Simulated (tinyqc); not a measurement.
Physical sputtering: collision-cascade yield, angular dependence, faceting and resputtering in deposition: one step, computed by the program tinyqc. Command: `OMP_NUM_THREADS=1 python tinyqc.py 3006672 3006673 out.jsonl sputter walk`. One thread of a shared host (Intel(R) Xeon(R) Processor @ 2.30GHz), about 0.01 s of CPU time with the checks.

Ions start collision cascades; atoms that reach the surface with more than U leave. The target is amorphous or fine-grained.

Problem. Oblique incidence. Angular law: Y/Y0 = t^f exp(-f cos(a_opt)(t - 1)), t = 1/cos(angle), largest at a_opt. A plane tilted by the angle recedes along the beam at a speed proportional to Y(angle), and along its own normal as Y cos(angle).

Inputs (values chosen for the exercise, modelled on argon ions on silicon): angular exponent f = 1.7; angle of the largest yield = 71 degrees; angle of incidence = 20 degrees.

yield Y0 = 0.2973292 atoms per ion

Give: Y/Y0 at the angle; yield at the angle; normal speed relative to a flat surface; largest Y/Y0.

Solution.

Y/Y0 at the angle = 1.0727

yield at the angle = 0.31896 atoms per ion

normal speed relative to a flat surface = 1.0081

largest Y/Y0 = 2.1408
